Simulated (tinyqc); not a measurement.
Which roughness does what: X-ray reflectivity of a thin film on silicon: critical angles, Parratt recursion, fringes and roughness. Computed by tinyqc, a small Python program. Command: `OMP_NUM_THREADS=1 python tinyqc.py 3121263 3121264 out.jsonl xrr walk`. One thread of a shared host (Intel(R) Xeon(R) Processor @ 2.30GHz), about 0.01 s of CPU time with the checks.

n = 1 - delta + i beta; the classical electron radius is r_e = 2.8179403e-6 nm. Layer 0 is vacuum, 1 the film, 2 the substrate.

Inputs (values chosen for the exercise, modelled on ruthenium on silicon, copper K-alpha radiation): wavelength lambda = 0.15406 nm; film density rho = 11.9 g/cm^3; effective electrons per unit mass, film = 0.436 mol/g; beta/delta, film = 0.092; film thickness d = 29.3 nm; roughness of the surface sigma_1 = 0.2 nm; roughness of the interface sigma_2 = 0.13 nm; substrate density = 2.33 g/cm^3; effective electrons per unit mass, substrate = 0.507 mol/g; beta/delta, substrate = 0.023; grazing angle theta = 1.04 degrees.

Constants: N_A = 6.02214076e+23 1/mol.

Method:
- delta = r_e lambda^2 rho_e/(2 pi), rho_e = density x electrons per mass x N_A; critical angle sqrt(2 delta), q_c = 4 sqrt(pi r_e rho_e).
- k_j = (2 pi/lambda) sqrt(sin^2 theta - 2 delta_j + 2 i beta_j); r_ij = (k_i - k_j)/(k_i + k_j) x exp(-2 k_i k_j sigma^2) (Nevot-Croce); r = (r_01 + r_12 p)/(1 + r_01 r_12 p), p = exp(2 i k_1 d); R = |r|^2.
- Far above the critical angle the period is d theta = lambda/(2 d), or 2 pi/d in q; the envelope runs between (|r_01| - |r_12 p|)^2 and (|r_01| + |r_12 p|)^2; contrast = 2 a b/(a^2 + b^2) with a = |r_01|, b = |r_12 p|; roughness factors on the amplitudes are about exp(-q^2 sigma^2/2).
- R is averaged over one period above each angle (64 points); contrast = (max - min)/(max + min) of R theta^4 over that period. Cases: smooth; only sigma_1; only sigma_2; both.

period in theta = 0.150631 degrees

Constants:
```
layer      rho_e (1/nm^3)        delta         beta  critical angle (degrees)  q_c (1/nm)
film              3124.53  3.32595e-05  3.05988e-06                  0.467300    0.665262
substrate          711.40  7.57263e-06  1.74170e-07                  0.222977    0.317437
```

Mean R and contrast:
```
theta (degrees)    R smooth  contrast  R, sigma_1  contrast, sigma_1  R, sigma_2  contrast, sigma_2     R, both  contrast, both
0.8              9.8770e-03   0.76097  9.4913e-03            0.77539  9.8377e-03            0.75585  9.4522e-03         0.77033
1.2              1.8739e-03   0.84784  1.7162e-03            0.87639  1.8516e-03            0.83628  1.6940e-03         0.86555
1.8              3.6791e-04   0.89459  3.0417e-04            0.94336  3.5660e-04            0.87037  2.9292e-04         0.92451
2.5              1.0545e-04   0.91851  7.5860e-05            0.98897  9.9118e-05            0.87416  6.9541e-05         0.96725
3.5              2.7569e-05   0.93505  1.5579e-05            0.99124  2.4471e-05            0.84928  1.2468e-05         0.99817
```

At 2.5 degrees sigma_1 alone multiplies the mean R by 0.72 and sigma_2 alone by 0.94; the contrast goes from 0.92 (smooth) to 0.99 and 0.87.
